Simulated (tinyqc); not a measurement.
# Thin film between two gates, subbands and threshold shift from confinement: charge and subband filling against gate voltage

Undoped body with a flat potential across it, hard walls, transport along x. One isotropic valley (g = 1, mx = my = mz = me). Non-parabolicity enters the subband edges through E (1 + al E) = gamma, so E = 2 gamma/(1 + sqrt(1 + 4 al gamma)); motion within a subband is taken as parabolic with the band-edge mass. Energies are counted from the bulk band edge.

gamma = C (pi k/(t + dl))^2/mz, C = hbar^2/(2 m0). Each subband has N_k = g sqrt(mx my) m0 kB T/(pi hbar^2). With degeneracy n = sum N_k F((EF - E_k)/Vt), F(x) = ln(1 + exp(x)); gate: Vg = EF + q n/(Cg P), P = 2 (both faces), summed over the 60 lowest subbands at most, with Vg counted from the value that would put EF at the bulk band edge of an empty body. Cq = q dn/dEF.

Inputs (values chosen for the exercise); masses close to those of InAs:
```
symbol   value     unit                                                meaning
T          300        K                                            temperature
me      0.0231       m0                                  mass at the band edge
al         2.6     1/eV                                       non-parabolicity
t          8.6       nm                               film thickness (along z)
dl         0.3       nm  widening of the box by penetration into the insulator
Cg         3.3  uF/cm^2                 gate capacitance per area of interface
```

Constants: q = 1.602176634e-19 C, kB = 1.380649e-23 J/K, hbar = 1.054571817e-34 J s, m0 = 9.1093837015e-31 kg, Vt = kB T/q, hbar^2/(2 m0) = 0.0380998212 eV nm^2. Results are converted to the units shown.

Results:

| Vg (V) | EF - E_1 (eV) | n (cm^-2) | n/P (cm^-2) | share of the lowest subband (%) | Cq/(Cg P) | total C/(Cg P) |
|---|---|---|---|---|---|---|
| 0 | -0.1483 | 8.024e8 | 4.012e8 | 99.99 | 7.523e-4 | 7.517e-4 |
| 0.12 | -0.02997 | 6.808e10 | 3.404e10 | 99.99 | 0.05594 | 0.05298 |
| 0.38 | 0.1873 | 1.826e12 | 9.132e11 | 98.99 | 0.2508 | 0.2005 |
| 0.5 | 0.2786 | 3.010e12 | 1.505e12 | 89.32 | 0.4039 | 0.2877 |
| 0.62 | 0.3616 | 4.535e12 | 2.268e12 | 76.94 | 0.4654 | 0.3176 |
| 0.75 | 0.4500 | 6.250e12 | 3.125e12 | 69.47 | 0.4808 | 0.3247 |
| 0.88 | 0.5349 | 8.105e12 | 4.052e12 | 63.69 | 0.6090 | 0.3785 |
| 1 | 0.6071 | 1.008e13 | 5.038e12 | 58.14 | 0.6937 | 0.4096 |

Estimate the missing row, Vg = 0.25 V.

Computed row:

| Vg (V) | EF - E_1 (eV) | n (cm^-2) | n/P (cm^-2) | share of the lowest subband (%) | Cq/(Cg P) | total C/(Cg P) |
|---|---|---|---|---|---|---|
| 0.25 | 0.08218 | 8.035e11 | 4.018e11 | 99.96 | 0.2252 | 0.1838 |

With this row back in the table: EF passes E_1 = 0.148 eV at Vg = 0.153 V. The share of the lowest subband falls from 100 to 58.1 % and the total capacitance rises from 7.52e-4 to 0.410 of Cg P. Between the last two rows 60 % of the added gate voltage goes into raising EF. For Vg = 0.5, 0.62, 0.75, 0.88, 1 the charge would bend the potential across the body by some 30 mV or more, which is left out.

Range of the model: Non-parabolicity also makes carriers heavier within each subband, which is left out, so densities of states are understated at high energy.

Computed by the program tinyqc: `OMP_NUM_THREADS=1 python tinyqc.py 2350168 2350169 out.jsonl`, one thread of a shared Intel Xeon 2.30GHz, about 0.03 s for the whole run.
